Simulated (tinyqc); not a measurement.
From results back to parameters: thresholds of impact ionisation and Auger recombination from band masses. Four cases, with inputs chosen for the exercise.

Problem. For parabolic bands the thresholds of impact ionisation are Eg (1 + 2 mu)/(1 + mu) for electrons and Eg (2 + mu)/(1 + mu) for heavy holes, mu = me/mh. Both are given.

Find: Eg; mu.

Method. The sum is 3 Eg; mu = (E_e - Eg)/(2 Eg - E_e).

Case 1.

thresholds for electrons and holes (eV): 1.655738  2.820262

Solution.

Eg = 1.492 eV
mu = 0.1233

Case 2.

thresholds for electrons and holes (eV): 0.432688  0.788312

Solution.

Eg = 0.407 eV
mu = 0.0674

Case 3.

thresholds for electrons and holes (eV): 1.587261  2.678739

Solution.

Eg = 1.422 eV
mu = 0.1315

Case 4.

thresholds for electrons and holes (eV): 1.652451  2.742549

Solution.

Eg = 1.465 eV
mu = 0.1467

Computed by tinyqc, one run a case: `OMP_NUM_THREADS=1 python tinyqc.py N N+1 out.jsonl` with N = 1851056, 1851114, 1851121, 1851144; one thread of a shared Intel(R) Xeon(R) Processor @ 2.30GHz, about 0.01 s a run at most.
